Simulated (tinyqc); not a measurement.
# Froehlich polaron in a polar crystal, step by step

A worked calculation. Computed by tinyqc, a small Python program that keeps every step. Command: `OMP_NUM_THREADS=1 python tinyqc.py 3028175 3028176 out.jsonl frohlich walk`. One thread of a shared host (Intel(R) Xeon(R) Processor @ 2.30GHz), about 0.06 s of CPU time with the checks. Intermediate numbers are printed to about 6 digits and carried at full precision; extremes and crossings named in words are read from the listed rows.

One electron in a parabolic band of mass m*, coupled to dispersionless LO phonons in the continuum model. Energies are in units of hbar omega unless marked, wave numbers in k_0 = sqrt(2 m* omega/hbar).

Inputs (values chosen for the exercise, modelled on rutile): band mass m* = 0.935 m_0; LO phonon energy hbar omega = 103 meV; eps_inf = 7.21; static dielectric constant eps_s = 93.4; temperature T = 77 K; electron wave number k/k_0 = 0.48; trial v = 3.8; trial w = 2.3.

Constants: hbar^2/(2 m_0) = 3.80998212 eV angstrom^2; e^2/(4 pi eps_0) = 14.39964548 eV angstrom; k_B = 8.617333262e-05 eV/K; hbar = 6.582119569e-16 eV s; e = 1.602176634e-19 C; m_0 = 9.1093837015e-31 kg.

## Coupling constant and length scale

1/eps* = 1/eps_inf - 1/eps_s; k_0 = sqrt(2 m* omega/hbar) = sqrt(m* hbar omega / (hbar^2/(2 m_0))) with m* in m_0; alpha = (e^2/(4 pi eps_0)) k_0/(2 eps* hbar omega); polaron length 1/k_0.

eps* = 7.81313

k_0 = 0.158987 1/angstrom

coupling constant alpha = 1.42240

polaron length 1/k_0 = 6.28980 angstrom

Intermediate coupling.

## Second-order perturbation theory

At T = 0 and k < k_0: E(k) = (k/k_0)^2 - alpha arcsin(k/k_0)/(k/k_0); so E(0) = -alpha, 1/m_p = (1 - alpha/6)/m*, and the mean number of phonons in the cloud at k = 0 is alpha/2. The Lee-Low-Pines variational state gives the same E(0) and m_p = m* (1 + alpha/6).

energy shift at k = 0 = -146.507 meV

E(k) = -1.25321 hbar omega

m*/m_p, second order = 0.762933

m_p/m*, Lee-Low-Pines = 1.23707

phonons in the cloud = 0.711201

## Strong-coupling trial states

Landau-Pekar: the lattice follows the mean electron density. A Gaussian state exp(-b^2 r^2/2) gives E(b) = (3/2) b^2 - alpha b sqrt(2/pi) (b in k_0), minimised at b = alpha sqrt(2/pi)/3 to E = -alpha^2/(3 pi); a state exp(-b r) gives E(b) = b^2 - (5/8) alpha b, minimised at b = 5 alpha/16 to E = -25 alpha^2/256.

best b, Gaussian = 0.378304 k_0

E, Gaussian = -0.214671 hbar omega

best b, exponential = 0.444501 k_0

E, exponential = -0.197581 hbar omega

The Gaussian bound lies below -alpha only for alpha > 3 pi = 9.42; here it lies above, so the self-trapped state is the poorer bound.

## Feynman's energy at a trial point

Feynman's bound: E(v, w) = 3 (v - w)^2/(4 v) - (alpha v/sqrt(pi)) int_0^infinity e^-u D(u)^(-1/2) du, D = w^2 u + ((v^2 - w^2)/v)(1 - e^(-v u)); integrals by 80 Gauss-Legendre points in s from 0 to 1 with u = 40 s^2.

first term = 0.444079 hbar omega

E(v, w) = -1.22582 hbar omega

## Feynman's variational polaron

Minimise over v > w > 0 (simplex search); mass m_p/m* = 1 + (alpha v^3/(3 sqrt(pi))) int u^2 e^-u D^(-3/2) du.

best v = 3.16

best w = 2.81

E, Feynman = -1.44942 hbar omega

polaron energy, Feynman = -149.290 meV

m_p/m*, Feynman = 1.3

The bound lies 1.9 % below -alpha, and the mass is 1.05 times the Lee-Low-Pines value.

## Mobility at low temperature

Scattering by absorption of an LO phonon: 1/tau = 2 alpha omega n, n = 1/(exp(hbar omega/(k_B T)) - 1); mu = e tau/m*, the weak-coupling result for k_B T well below hbar omega.

phonon occupation n = 1.81334e-07

lifetime tau = 1.23879e+07 fs

mobility = 2.33028e+07 cm^2/(V s)

Caution: LO phonons are so rare at this T that impurities and acoustic phonons, left out here, limit the real mobility.

## All approximations against the coupling

Other columns: second order -alpha; Landau-Pekar Gaussian -alpha^2/(3 pi); Lee-Low-Pines mass 1 + alpha/6. The polaron energy in meV uses the given hbar omega.

Energies (hbar omega) and masses (m*):
```
alpha  second order    Gaussian    Feynman  Feynman (meV)  mass, LLP  mass, Feynman     v     w
0.36          -0.36  -0.0137510  -0.361630       -37.2479       1.06          1.063  3.04  2.96
0.71          -0.71  -0.0534867  -0.716463       -73.7957    1.11833          1.132  3.08  2.91
1.4            -1.4   -0.207962   -1.42614       -146.893    1.23333          1.294  3.16  2.81
2.3            -2.3   -0.561286   -2.37465       -244.589    1.38333          1.578  3.29  2.68
3.5            -3.5    -1.29977   -3.68848       -379.914    1.58333          2.186  3.53  2.47
6.5            -6.5    -4.48286   -7.39203       -761.379    2.08333          9.746  5.16  1.73
9.5            -9.5    -9.57582   -12.4613       -1283.51    2.58333          84.79  11.1  1.24
12              -12    -15.2789   -18.1434       -1868.77          3          281.6  18.6  1.13
```

All three energies are upper bounds (-alpha through the Lee-Low-Pines state), and the Feynman value is the lowest in every row. It lies within 5 % of -alpha up to alpha = 2.3; at alpha = 12 it is 1.19 times the Gaussian value, whose alpha^2 law it approaches with a constant shift of about -3 ln 2 - 3/4 = -2.83 (here -2.86). The mass stays within 10 % of 1 + alpha/6 up to alpha = 1.4 and reaches 282 m* in the last row; w falls from 2.96 towards 1 while v grows to 18.6.

Checks made by the program: second-order shift against the integral -(2 alpha/pi) int dq/(1 + q^2) (relative difference below 1e-10); v = w reduces the bound to -alpha (relative difference 1e-10).
